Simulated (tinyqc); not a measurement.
Coherent transport through a tight-binding region between two chains, step by step. One step of it, computed by the program tinyqc.

Task: Transmission at E = 0.92 eV. Surface Green function g = (E - i sqrt(4 t^2 - E^2)) / (2 t^2); self-energy tc^2 g on each contact site; G = (E - H - Sigma)^(-1); Gamma = -2 Im Sigma; T = Gamma_L Gamma_R |G_LR|^2; local density of states -Im G_ii / pi.

H of the central region (eV), lower triangle:
```
           1          2         3
1   0.000000
2  -2.340000   1.380000
3   0.000000  -1.230000  0.000000
```

Leads: semi-infinite chains with site energy 0:

| parameter | value |
|---|---|
| lead hopping t (eV) | 2.580000 |
| coupling to the left lead (eV) | 1.460000 |
| coupling to the right lead (eV) | 1.090000 |
| left contact site | 1 |
| right contact site | 3 |

E = 0.920000 eV

Give: g; G; local density of states; transmission.

Result:

g = 0.0691-0.3814i 1/eV

G (1/eV), lower triangle:
```
                 1                2               3
1   0.2309-0.1288i
2   0.3063-0.0377i  -0.1143-0.0940i
3  -0.3248+0.2310i   0.1875+0.0366i  0.6880-0.4257i
```

local density of states (1/eV): 0.0410  0.0299  0.1355

transmission = 0.2340
